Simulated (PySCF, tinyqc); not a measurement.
Inside a calculation. Method: RHF in the sto-3g basis, for H6, spin multiplicity 1. This run ends on a higher stationary point, not on the lowest solution. The lowest restricted solution is unstable here: a spin-polarised one lies 0.1475 hartree lower (PySCF). Computed by tinyqc, a small Python program that keeps every step (integrals from PySCF). Settings: charge = 0, multiplicity = 1, basis = sto-3g, energy threshold = 1e-08, iteration cap = 56, orthogonalisation = symmetric, start = random, DIIS depth = 0, damping = 0.5, shift = 1.0, method = RHF. Command: `OMP_NUM_THREADS=1 python tinyqc.py 20674 20675 out.jsonl` (the two numbers bound the seeds that draw the settings). One thread of a shared host (Intel(R) Xeon(R) Processor @ 2.60GHz), about 0.1 s of CPU time with the checks. Later iterations appear only in the table of the cycle.

## One-electron integrals

Geometry (angstrom):
```
atom         x         y         z
H     0.000000  0.000000  0.000000
H     0.000000  0.000000  1.499000
H     0.000000  0.000000  3.271000
H     0.000000  0.000000  4.771000
H     0.000000  0.000000  6.543000
H     0.000000  0.000000  8.042000
```

Basis sto-3g: exponents (1/bohr^2) and contraction coefficients of normalised primitives:
```
element  l (shell)  exponent  coefficient
H            s (1)  3.425251     0.154329
H            s (1)  0.623914     0.535328
H            s (1)  0.168855     0.444635
```

Overlap, kinetic and nuclear-attraction integrals over the contracted functions; the nuclear repulsion is the sum of Za Zb / Rab.

nuclear repulsion = 2.85740372 hartree

overlap S, lower triangle:
```
          1H 1s     2H 1s     3H 1s     4H 1s     5H 1s     6H 1s
1H 1s  1.000000
2H 1s  0.257154  1.000000
3H 1s  0.010135  0.171363  1.000000
4H 1s  0.000214  0.010113  0.256786  1.000000
5H 1s  0.000000  0.000094  0.010113  0.171363  1.000000
6H 1s  0.000000  0.000000  0.000214  0.010135  0.257154  1.000000
```

kinetic energy T (hartree), lower triangle:
```
           1H 1s      2H 1s      3H 1s      4H 1s     5H 1s     6H 1s
1H 1s   0.760032
2H 1s   0.009725   0.760032
3H 1s  -0.004513  -0.005315   0.760032
4H 1s  -0.000205  -0.004506   0.009640   0.760032
5H 1s  -0.000001  -0.000102  -0.004506  -0.005315  0.760032
6H 1s   0.000000  -0.000001  -0.000205  -0.004513  0.009725  0.760032
```

nuclear attraction V (hartree), lower triangle:
```
           1H 1s      2H 1s      3H 1s      4H 1s      5H 1s      6H 1s
1H 1s  -1.997571
2H 1s  -0.464933  -2.223997
3H 1s  -0.017215  -0.318456  -2.310673
4H 1s  -0.000357  -0.017936  -0.510787  -2.310673
5H 1s  -0.000001  -0.000165  -0.017936  -0.318456  -2.223997
6H 1s   0.000000  -0.000001  -0.000357  -0.017215  -0.464933  -1.997571
```

core Hamiltonian H = T + V (hartree), lower triangle:
```
           1H 1s      2H 1s      3H 1s      4H 1s      5H 1s      6H 1s
1H 1s  -1.237539
2H 1s  -0.455208  -1.463965
3H 1s  -0.021728  -0.323770  -1.550642
4H 1s  -0.000562  -0.022442  -0.501147  -1.550642
5H 1s  -0.000002  -0.000267  -0.022442  -0.323770  -1.463965
6H 1s   0.000000  -0.000002  -0.000562  -0.021728  -0.455208  -1.237539
```

## Two-electron integrals

Functions are numbered as in S; the eight-fold symmetry (ij|kl) = (ji|kl) = (kl|ij) leaves the list below.

Two-electron integrals (ij|kl) in chemists' order, unique and non-zero (hartree):
```
(11|11) 0.774606   (21|11) 0.137921   (21|21) 0.037542   (22|11) 0.346012
(22|21) 0.137921   (22|22) 0.774606   (31|11) 0.003364   (31|21) 0.001137
(31|22) 0.005466   (31|31) 0.000047   (32|11) 0.038950   (32|21) 0.014654
(32|22) 0.085245   (32|31) 0.000774   (32|32) 0.015760   (33|11) 0.161776
(33|21) 0.054856   (33|22) 0.296322   (33|31) 0.003364   (33|32) 0.085245
(33|33) 0.774606   (41|11) 0.000048   (41|21) 0.000017   (41|22) 0.000096
(41|31) 9.03e-07   (41|32) 0.000018   (41|33) 0.000096   (41|41) 2.09e-08
(42|11) 0.001747   (42|21) 0.000609   (42|22) 0.003355   (42|31) 0.000034
(42|32) 0.000773   (42|33) 0.005453   (42|41) 9.01e-07   (42|42) 0.000047
(43|11) 0.034022   (43|21) 0.010907   (43|22) 0.054768   (43|31) 0.000609
(43|32) 0.014630   (43|33) 0.137685   (43|41) 0.000017   (43|42) 0.001133
(43|43) 0.037426   (44|11) 0.110915   (44|21) 0.034067   (44|22) 0.161726
(44|31) 0.001751   (44|32) 0.038933   (44|33) 0.345805   (44|41) 0.000048
(44|42) 0.003355   (44|43) 0.137685   (44|44) 0.774606   (51|11) 7.94e-08
(51|21) 2.68e-08   (51|22) 1.43e-07   (51|32) 3.57e-08   (51|33) 2.72e-07
(51|43) 5.66e-08   (51|44) 1.64e-07   (52|11) 0.000012   (52|21) 3.98e-06
(52|22) 0.000020   (52|31) 2.19e-07   (52|32) 0.000005   (52|33) 0.000045
(52|41) 6.11e-09   (52|42) 3.84e-07   (52|43) 0.000012   (52|44) 0.000045
(53|11) 0.001100   (53|21) 0.000338   (53|22) 0.001601   (53|31) 0.000017
(53|32) 0.000385   (53|33) 0.003355   (53|41) 4.71e-07   (53|42) 0.000031
(53|43) 0.001133   (53|44) 0.005453   (53|52) 3.84e-07   (53|53) 0.000047
(54|11) 0.016103   (54|21) 0.004803   (54|22) 0.021994   (54|31) 0.000234
(54|32) 0.004886   (54|33) 0.038933   (54|41) 0.000006   (54|42) 0.000385
(54|43) 0.014630   (54|44) 0.085245   (54|51) 1.90e-08   (54|52) 0.000005
(54|53) 0.000773   (54|54) 0.015760   (55|11) 0.080877   (55|21) 0.023564
(55|22) 0.104912   (55|31) 0.001103   (55|32) 0.021994   (55|33) 0.161726
(55|41) 0.000027   (55|42) 0.001601   (55|43) 0.054768   (55|44) 0.296322
(55|51) 7.94e-08   (55|52) 0.000020   (55|53) 0.003355   (55|54) 0.085245
(55|55) 0.774606   (62|11) 5.45e-08   (62|21) 1.67e-08   (62|22) 7.94e-08
(62|32) 1.90e-08   (62|33) 1.64e-07   (62|43) 5.66e-08   (62|44) 2.72e-07
(62|54) 3.57e-08   (62|55) 1.43e-07   (63|11) 0.000020   (63|21) 0.000006
(63|22) 0.000027   (63|31) 2.91e-07   (63|32) 0.000006   (63|33) 0.000048
(63|41) 7.52e-09   (63|42) 4.71e-07   (63|43) 0.000017   (63|44) 0.000096
(63|52) 6.11e-09   (63|53) 9.01e-07   (63|54) 0.000018   (63|55) 0.000096
(63|63) 2.09e-08   (64|11) 0.000842   (64|21) 0.000246   (64|22) 0.001103
(64|31) 0.000012   (64|32) 0.000234   (64|33) 0.001751   (64|41) 2.91e-07
(64|42) 0.000017   (64|43) 0.000609   (64|44) 0.003364   (64|52) 2.19e-07
(64|53) 0.000034   (64|54) 0.000774   (64|55) 0.005466   (64|63) 9.03e-07
(64|64) 0.000047   (65|11) 0.018698   (65|21) 0.005375   (65|22) 0.023564
(65|31) 0.000246   (65|32) 0.004803   (65|33) 0.034067   (65|41) 0.000006
(65|42) 0.000338   (65|43) 0.010907   (65|44) 0.054856   (65|51) 1.67e-08
(65|52) 3.98e-06   (65|53) 0.000609   (65|54) 0.014654   (65|55) 0.137921
(65|62) 2.68e-08   (65|63) 0.000017   (65|64) 0.001137   (65|65) 0.037542
(66|11) 0.065802   (66|21) 0.018698   (66|22) 0.080877   (66|31) 0.000842
(66|32) 0.016103   (66|33) 0.110915   (66|41) 0.000020   (66|42) 0.001100
(66|43) 0.034022   (66|44) 0.161776   (66|51) 5.45e-08   (66|52) 0.000012
(66|53) 0.001747   (66|54) 0.038950   (66|55) 0.346012   (66|62) 7.94e-08
(66|63) 0.000048   (66|64) 0.003364   (66|65) 0.137921   (66|66) 0.774606
```

## Orthogonalisation

S = U s U^T; symmetric (Loewdin) form X = U s^(-1/2) U^T, so that X^T S X = 1.

eigenvalues of S: 0.623823  0.714120  0.834070  1.138612  1.285226  1.404149

X, lower triangle:
```
           1H 1s      2H 1s      3H 1s      4H 1s      5H 1s     6H 1s
1H 1s   1.026408
2H 1s  -0.136174   1.038551
3H 1s   0.012849  -0.093099   1.038823
4H 1s  -0.001991   0.013048  -0.137986   1.038823
5H 1s   0.000218  -0.001345   0.013048  -0.093099   1.038551
6H 1s  -0.000036   0.000218  -0.001991   0.012849  -0.136174  1.026408
```

## Starting guess

The start is random orthonormal orbitals; D = 2 C_occ C_occ^T.

D at the start, lower triangle:
```
           1H 1s      2H 1s      3H 1s      4H 1s     5H 1s     6H 1s
1H 1s   0.430547
2H 1s   0.636909   0.950294
3H 1s   0.034492   0.128311   1.566932
4H 1s   0.275214   0.333694  -1.273801   1.270065
5H 1s  -0.239718  -0.362018   0.406740  -0.443812  0.437977
6H 1s   0.126731   0.104771  -0.045313   0.302064  0.444216  1.528646
```

## Iteration 1: building the Fock matrix

J_ij = sum D_kl (ij|kl), K_ij = sum D_kl (ik|jl); F = H + J - 0.5 K; E = tr D H + tr D J / 2 - 0.25 tr D K + E_nn.

Coulomb J (hartree), lower triangle:
```
          1H 1s     2H 1s     3H 1s     4H 1s     5H 1s     6H 1s
1H 1s  1.296831
2H 1s  0.383796  1.788449
3H 1s  0.016061  0.301447  1.988946
4H 1s  0.000350  0.017245  0.454392  1.788678
5H 1s  0.000001  0.000154  0.015896  0.264481  1.582641
6H 1s  0.000000  0.000001  0.000314  0.015176  0.426796  1.853573
```

exchange K (hartree), lower triangle:
```
           1H 1s      2H 1s      3H 1s     4H 1s     5H 1s     6H 1s
1H 1s   0.545500
2H 1s   0.440565   0.976188
3H 1s   0.070654   0.266747   0.960178
4H 1s   0.039583   0.043488  -0.074254  0.639878
5H 1s  -0.018695  -0.028622   0.011585  0.032465  0.473154
6H 1s   0.004237   0.002610   0.014050  0.059863  0.445925  1.324164
```

Fock matrix F (hartree), lower triangle:
```
           1H 1s      2H 1s      3H 1s      4H 1s      5H 1s      6H 1s
1H 1s  -0.213458
2H 1s  -0.291695  -0.163611
3H 1s  -0.040994  -0.155697  -0.041785
4H 1s  -0.020003  -0.026941  -0.009628  -0.081903
5H 1s   0.009346   0.014198  -0.012338  -0.075521  -0.117901
6H 1s  -0.002118  -0.001306  -0.007274  -0.036484  -0.251375  -0.046048
```

total energy of this density = -1.92674740 hartree

This density is the starting one.

## Iteration 1: diagonalisation and new density

A level shift of 1 hartree raises the virtual space: F + shift (S - S D(s) S), with D(s) the density of one spin (D/2). Diagonalise F' = X^T F X, C = X C', fill 3 alpha and 3 beta electrons from the bottom; D = 2 C_occ C_occ^T; the new density keeps 0.5 of the old one (damping). Each column has its largest component positive (the first on a tie).

F' = X^T F X (hartree), lower triangle:
```
           1          2          3          4          5         6
1   0.551391
2  -0.671587   0.364066
3  -0.074028  -0.340883   0.354140
4  -0.165863  -0.134778   0.426418   0.489358
5   0.127767   0.170671  -0.112454   0.041852   0.702226
6  -0.053861  -0.036899  -0.027593  -0.146735  -0.606349  0.206673
```

orbital energies (hartree): MO1 -0.380737, MO2 -0.214203, MO3 -0.031414, MO4 0.945698, MO5 1.143155, MO6 1.205357

coefficients C:
```
             MO1       MO2        MO3        MO4        MO5        MO6
1H 1s   0.498339  0.065369   0.198831  -0.449707   0.502865  -0.570059
2H 1s   0.639807  0.062132   0.107747   0.057381  -0.350489   0.744992
3H 1s   0.269382  0.126443  -0.809185   0.458688   0.094224  -0.380253
4H 1s   0.041609  0.037784   0.812185   0.652207   0.059814  -0.124283
5H 1s  -0.185650  0.433740  -0.209313  -0.027887   0.762502   0.507322
6H 1s  -0.038642  0.773869   0.119024  -0.135838  -0.584778  -0.311891
```

D after iteration 1, lower triangle:
```
           1H 1s      2H 1s      3H 1s      4H 1s     5H 1s     6H 1s
1H 1s   0.507422
2H 1s   0.662780   0.899970
3H 1s  -0.001136   0.157177   1.526801
4H 1s   0.322299   0.283327  -1.278122   1.297836
5H 1s  -0.225641  -0.295393   0.377576  -0.383244  0.485397
6H 1s   0.118361   0.088568  -0.031529   0.275333  0.540026  1.378856
```

## Iteration 2: building the Fock matrix

As before.

Coulomb J (hartree), lower triangle:
```
          1H 1s     2H 1s     3H 1s     4H 1s     5H 1s     6H 1s
1H 1s  1.343639
2H 1s  0.388652  1.779423
3H 1s  0.016050  0.299331  1.972795
4H 1s  0.000348  0.017164  0.454746  1.809229
5H 1s  0.000001  0.000154  0.016046  0.268607  1.608271
6H 1s  0.000000  0.000001  0.000318  0.015289  0.422368  1.787285
```

exchange K (hartree), lower triangle:
```
           1H 1s      2H 1s      3H 1s     4H 1s     5H 1s     6H 1s
1H 1s   0.610122
2H 1s   0.453319   0.950190
3H 1s   0.068004   0.264435   0.931454
4H 1s   0.042710   0.038740  -0.078608  0.668675
5H 1s  -0.015772  -0.023088   0.011908  0.056528  0.540486
6H 1s   0.004035   0.002819   0.014582  0.063182  0.468726  1.236304
```

Fock matrix F (hartree), lower triangle:
```
           1H 1s      2H 1s      3H 1s      4H 1s      5H 1s      6H 1s
1H 1s  -0.198961
2H 1s  -0.293216  -0.159637
3H 1s  -0.039680  -0.156656  -0.043574
4H 1s  -0.021569  -0.024648  -0.007098  -0.075750
5H 1s   0.007885   0.011431  -0.012350  -0.083427  -0.125937
6H 1s  -0.002018  -0.001411  -0.007535  -0.038030  -0.267203  -0.068406
```

total energy of this density = -2.00748884 hartree

This density is a damped mixture and is not idempotent.

## Iteration 2: diagonalisation and new density

As before.

F' = X^T F X (hartree), lower triangle:
```
           1          2          3          4          5         6
1   0.526485
2  -0.689221   0.387946
3  -0.059708  -0.348011   0.370112
4  -0.186754  -0.114213   0.433701   0.479034
5   0.114543   0.138376  -0.104158   0.003305   0.659982
6  -0.049912  -0.032969  -0.031255  -0.141864  -0.659604  0.248254
```

orbital energies (hartree): MO1 -0.379612, MO2 -0.253217, MO3 -0.035867, MO4 0.954203, MO5 1.167483, MO6 1.218824

coefficients C:
```
             MO1       MO2        MO3        MO4        MO5        MO6
1H 1s   0.514626  0.074489   0.223201  -0.418364   0.475010  -0.592753
2H 1s   0.631081  0.070319   0.085353   0.043765  -0.344967   0.757997
3H 1s   0.267422  0.088917  -0.805817   0.470534   0.091345  -0.385607
4H 1s   0.030742  0.074984   0.812094   0.654983  -0.003352  -0.110105
5H 1s  -0.169628  0.467808  -0.199780  -0.016169   0.774732   0.466872
6H 1s  -0.046052  0.745190   0.063239  -0.156815  -0.623855  -0.311467
```

D after iteration 2, lower triangle:
```
           1H 1s      2H 1s      3H 1s      4H 1s     5H 1s     6H 1s
1H 1s   0.573918
2H 1s   0.680450   0.860478
3H 1s  -0.036181   0.184827   1.492162
4H 1s   0.363816   0.235651  -1.278571   1.314982
5H 1s  -0.209860  -0.238901   0.346008  -0.323999  0.530228
6H 1s   0.105104   0.073020  -0.012778   0.243484  0.613796  1.250856
```

## Iteration 3: building the Fock matrix

As before.

Coulomb J (hartree), lower triangle:
```
          1H 1s     2H 1s     3H 1s     4H 1s     5H 1s     6H 1s
1H 1s  1.384129
2H 1s  0.393040  1.773460
3H 1s  0.016051  0.297693  1.959105
4H 1s  0.000347  0.017096  0.454783  1.824537
5H 1s  0.000001  0.000154  0.016164  0.272065  1.631089
6H 1s  0.000000  0.000001  0.000321  0.015386  0.418533  1.729762
```

exchange K (hartree), lower triangle:
```
           1H 1s      2H 1s      3H 1s     4H 1s     5H 1s     6H 1s
1H 1s   0.664849
2H 1s   0.462986   0.929844
3H 1s   0.065035   0.263128   0.907651
4H 1s   0.045294   0.034182  -0.082272  0.690124
5H 1s  -0.013115  -0.018572   0.011668  0.078337  0.600004
6H 1s   0.003501   0.002824   0.015313  0.064858  0.485490  1.159108
```

Fock matrix F (hartree), lower triangle:
```
           1H 1s      2H 1s      3H 1s      4H 1s      5H 1s      6H 1s
1H 1s  -0.185834
2H 1s  -0.293661  -0.155427
3H 1s  -0.038195  -0.157641  -0.045362
4H 1s  -0.022862  -0.022437  -0.005228  -0.071166
5H 1s   0.006556   0.009173  -0.012112  -0.090874  -0.132878
6H 1s  -0.001751  -0.001413  -0.007898  -0.038771  -0.279420  -0.087331
```

total energy of this density = -2.07177675 hartree

This density is a damped mixture and is not idempotent.

## Iteration 3: diagonalisation and new density

As before.

F' = X^T F X (hartree), lower triangle:
```
           1          2          3          4          5         6
1   0.505910
2  -0.701505   0.407692
3  -0.044938  -0.355421   0.383197
4  -0.204850  -0.094414   0.438929   0.471929
5   0.101694   0.111395  -0.094330  -0.033019   0.622006
6  -0.043473  -0.028575  -0.037050  -0.133234  -0.699675  0.284630
```

orbital energies (hartree): MO1 -0.377523, MO2 -0.286090, MO3 -0.040744, MO4 0.960407, MO5 1.188739, MO6 1.230575

coefficients C:
```
             MO1       MO2        MO3        MO4        MO5        MO6
1H 1s   0.526785  0.080249   0.245047  -0.393536   0.428597  -0.624236
2H 1s   0.624702  0.074215   0.064793   0.032245  -0.313836   0.778768
3H 1s   0.265848  0.062244  -0.800699   0.480094   0.079433  -0.393361
4H 1s   0.021369  0.101354   0.809101   0.655132  -0.061360  -0.094157
5H 1s  -0.155558  0.495836  -0.188521  -0.006293   0.796358   0.407619
6H 1s  -0.051306  0.719143   0.018605  -0.175608  -0.662345  -0.287300
```

D after iteration 3, lower triangle:
```
           1H 1s      2H 1s      3H 1s      4H 1s     5H 1s     6H 1s
1H 1s   0.630949
2H 1s   0.691141   0.830198
3H 1s  -0.069259   0.211230   1.461749
4H 1s   0.399566   0.191121  -1.275142   1.322864
5H 1s  -0.193282  -0.192045   0.313460  -0.267601  0.570706
6H 1s   0.087795   0.059036   0.009836   0.208587  0.667949  1.145573
```

## Convergence

Stop when the energy changes by less than 1e-08 hartree and every element of the error matrix X^T (F D S - S D F) X is below 3e-05.

Course of the cycle:
```
iteration  E (hartree)     change  largest element of the error matrix
1          -1.92674740          -                             3.40e-01
2          -2.00748884  -8.07e-02                             2.96e-01
3          -2.07177675  -6.43e-02                             2.49e-01
4          -2.12118099  -4.94e-02                             2.04e-01
5          -2.15852863  -3.73e-02                             1.64e-01
6          -2.18670458  -2.82e-02                             1.30e-01
7          -2.20812664  -2.14e-02                             1.02e-01
8          -2.22463697  -1.65e-02                             8.00e-02
9          -2.23757203  -1.29e-02                             7.27e-02
10         -2.24787934  -1.03e-02                             6.91e-02
11         -2.25622621  -8.35e-03                             6.58e-02
12         -2.26308463  -6.86e-03                             6.26e-02
13         -2.26879234  -5.71e-03                             5.97e-02
14         -2.27359506  -4.80e-03                             5.68e-02
...                ...        ...                                  ...
43         -2.30847434  -2.82e-04                             1.62e-02
44         -2.30873814  -2.64e-04                             1.57e-02
45         -2.30898508  -2.47e-04                             1.51e-02
46         -2.30921634  -2.31e-04                             1.46e-02
47         -2.30943302  -2.17e-04                             1.41e-02
48         -2.30963611  -2.03e-04                             1.37e-02
49         -2.30982654  -1.90e-04                             1.32e-02
50         -2.31000517  -1.79e-04                             1.28e-02
51         -2.31017280  -1.68e-04                             1.24e-02
52         -2.31033014  -1.57e-04                             1.20e-02
53         -2.31047788  -1.48e-04                             1.16e-02
54         -2.31061664  -1.39e-04                             1.12e-02
55         -2.31074702  -1.30e-04                             1.09e-02
56         -2.31086955  -1.23e-04                             1.05e-02
```

PySCF RHF in the same basis = -2.73929363 hartree

Not converged within the cap of 56 iterations: the residual falls steadily but slowly, by a factor of about 0.97 a step. Reruns (cap 100 unless said): DIIS 8: converged in 11; level shift 0.5: converged in 82 to a higher stationary point; atomic densities as start, DIIS 8: converged in 11; the original settings with a cap of 400: converged in 267 to a higher stationary point.
